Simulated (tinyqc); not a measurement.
Bandgap voltage reference from two bipolar transistors: effect of the area ratio of the second transistor.

Two transistors of area 1 and N carry the same current I. Is(T) = Is (T/T0)^eta exp[(Vg0 q/kB)(1/T0 - 1/T)], VBE1 = Vt ln(I/Is(T)) + I rb, VBE2 = Vt ln(I/(N Is(T))) + I rb/N. The amplifier forces I R1(T) = VBE1 - VBE2 + Vos, with R(T) = R (1 + tc (T - T0)) for both resistors, and the output is Vref = VBE1 + I R2(T). Base currents and the Early effect are neglected.

Vt = kB T/q; I = (Vt ln N + Vos)/(R1(T) - rb (1 - 1/N)). Box coefficient: span of Vref between 233 and 398 K over its average over T and over 165 K. The last column is the R2 that gives zero slope at T0.

Parameters, values chosen for the exercise; values of the order met in silicon bipolar transistors: reference temperature T0 = 300 K; band-gap voltage extrapolated to 0 K Vg0 = 1.149 V; temperature exponent of the saturation current eta = 3.8; saturation current of the unit transistor at T0 Is = 2.4e-17 A; resistor across which the difference of VBE falls, at T0 R1 = 13 kohm; temperature coefficient of both resistors tc = 0 ppm/K; offset of the amplifier Vos = -2.7 mV; series resistance of the unit transistor rb = 0 ohm; output resistor at T0 R2 = 126.9 kohm.

Constants: q = 1.602176634e-19 C, kB = 1.380649e-23 J/K. Results are converted to the units shown.

Results:
```
N,I at T0 (uA),Vref at T0 (V),slope at T0 (uV/K),box coefficient (ppm/K),R2 for zero slope (kohm)
2,1.171,0.7848,-1352,1785,421.2
4,2.549,0.9798,-710.3,743.6,204.2
8,3.928,1.166,-92.46,87.50,133.6
15,5.178,1.332,459.0,336.1,101.3
24,6.112,1.455,868.2,585.4,85.69
100,8.950,1.825,2101,1127,58.09
```

Estimate the missing row, N = 48.

Computed row:
```
N,I at T0 (uA),Vref at T0 (V),slope at T0 (uV/K),box coefficient (ppm/K),R2 for zero slope (kohm)
48,7.491,1.635,1468,880.7,69.68
```

With this row back in the table: As N goes from 2 to 100, Vref rises from 0.7848 to 1.825 V and the box coefficient goes from 1780 through a minimum of 87.5 (at N = 8 among the rows listed) to 1130 ppm/K. A larger N needs a smaller R2/R1, which lowers the gain seen by offset and noise.

Computed by the program tinyqc: `OMP_NUM_THREADS=1 python tinyqc.py 2062118 2062119 out.jsonl`, one thread of a shared Intel Xeon 2.30GHz, about 0.02 s for the whole run.
